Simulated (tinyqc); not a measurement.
Changing the frequency f: longitudinal sound in a periodic multilayer: transfer matrices, stop bands and folded phonons. Computed by tinyqc, a small Python program. Command: `OMP_NUM_THREADS=1 python tinyqc.py 3021574 3021575 out.jsonl multilayer sweep`. One thread of a shared host (Intel(R) Xeon(R) Processor @ 2.30GHz), about 0.02 s of CPU time with the checks.

Layers 1 and 2 repeat with period d = d_1 + d_2; waves travel normal to the layers, without loss. State vector (u, s): displacement u and stress divided by omega. Impedances Z = rho v are in 1e6 kg/(m^2 s).

Inputs (values chosen for the exercise, modelled on silica (layer 1), molybdenum (layer 2) and gallium arsenide (substrate)):

| quantity | value | unit |
|---|---|---|
| density rho_1 | 2.17 | g/cm^3 |
| velocity v_1 | 5980 | m/s |
| thickness d_1 | 2.33 | nm |
| density rho_2 | 10.1 | g/cm^3 |
| velocity v_2 | 6340 | m/s |
| thickness d_2 | 5.95 | nm |
| substrate density | 5.36 | g/cm^3 |
| substrate velocity | 4740 | m/s |
| periods N | 3 | - |

Method:
- Z = rho v; interface reflection r = (Z_2 - Z_1)/(Z_2 + Z_1) (stress amplitude, from 1 into 2); Bragg frequency f_B = 1/[2 (d_1/v_1 + d_2/v_2)]; long-wave velocity v_eff = d/sqrt[(d_1/v_1)^2 + (d_2/v_2)^2 + (Z_1/Z_2 + Z_2/Z_1)(d_1/v_1)(d_2/v_2)].
- A layer maps (u, s) by [[cos p, sin p/Z], [-Z sin p, cos p]], p = 2 pi f d_i/v_i; one period is M = M_2 M_1, and cos(q d) = trace(M)/2.
- For N periods A = M^N. A wave comes from a thick layer of material 1 and leaves into the substrate (Z_s): transmitted power T = 4 Z_1 Z_s/|Z_1 A_22 + Z_s A_11 - i (Z_1 Z_s A_12 - A_21)|^2, reflected power R = 1 - T.

One run for each value:

| frequency f (GHz) | trace(M)/2 | transmitted power T | T in decibel (dB) |
|---|---|---|---|
| 75.3 | 0.6855 | 7.6149e-01 | -1.183 |
| 139.0 | 0.0167 | 4.0483e-01 | -3.927 |
| 203.0 | -0.8191 | 1.0654e-01 | -9.725 |
| 266.0 | -1.5551 | 4.5848e-03 | -23.387 |
| 330.0 | -1.9807 | 1.8598e-03 | -27.305 |
| 394.0 | -1.9303 | 3.1738e-03 | -24.984 |
| 458.0 | -1.3803 | 3.0121e-02 | -15.211 |
| 521.0 | -0.4608 | 9.0772e-01 | -0.420 |
| 585.0 | 0.6394 | 6.1423e-01 | -2.117 |
| 649.0 | 1.6395 | 7.6064e-03 | -21.188 |
| 712.0 | 2.2879 | 1.1205e-03 | -29.506 |
| 776.0 | 2.4522 | 6.6978e-04 | -31.741 |
| 840.0 | 2.0947 | 1.3295e-03 | -28.763 |
| 904.0 | 1.3289 | 1.2429e-02 | -19.056 |

What does the table show, and why?

Over the rows, trace(M)/2 lies between -1.98 and 2.45 without a single trend. Rows with |trace/2| > 1 lie in stop bands: 9 of 14; the smallest T, 6.7e-4, falls at 776 GHz.

Caution (all rows): at these frequencies damping, strong in glasses, and rough interfaces, both left out here, can weaken the stop bands; layers only a few atoms thick are also beyond continuum acoustics.

Extremes, crossings and ranges named in words are read from the listed rows.
